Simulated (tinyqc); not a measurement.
Polytypes and stacking faults of a tetrahedral semiconductor in an axial Ising model with couplings up to third neighbours: one step, computed by the program tinyqc.

Each double layer has s = +1 or -1 for the sense of its stacking step; E per pair of atoms = E0 - sum_n J_n <s_i s_(i+n)>, n = 1, 2, 3. Hexagonality h = (1 - <s_i s_(i+1)>)/2.

Question. Electronic energy gained by the fault. The fault binds electrons in a two-dimensional band E_b below the conduction edge, g2 = m m0/(pi hbar^2) for one valley. With the Fermi level held by the bulk, eta = ln[n/N_c(T)], N_c(T) = N_c (T/300)^1.5, the grand potential falls by g2 (k_B T)^2 F1(x), x = eta + E_b/(k_B T), F1(x) = integral from 0 to infinity of ln(1 + exp(x - t)) dt; sheet density g2 k_B T ln(1 + e^x). Band bending by the trapped charge is left out, so the gain is an upper bound. Net fault energy = gamma of the I2 fault less the electronic gain.

Inputs (values chosen for the exercise, for a model crystal):

| quantity | value | unit |
|---|---|---|
| binding energy of the fault level E_b | 0.078 | eV |
| in-plane mass m | 0.27 | m0 |
| effective density of states N_c at 300 K | 1.3e+19 | 1/cm^3 |
| electron density n | 6.4e+17 | 1/cm^3 |
| temperature T | 1000 | K |

Host polytype: 2H.

energy of the glide fault, I2 = 54.98416 mJ/m^2

Constants: m_0 = 9.1093837015e-31 kg; hbar = 1.054571817e-34 J s; k_B = 1.380649e-23 J/K; k_B = 8.617333262e-05 eV/K.

Give: x; sheet density; electronic gain; net fault energy.

Answer.

x = -3.912

sheet density = 1.925e+11 1/cm^2

electronic gain = 0.02670 mJ/m^2

net fault energy = 54.96 mJ/m^2

The gain offsets 0.049 % of the fault energy.
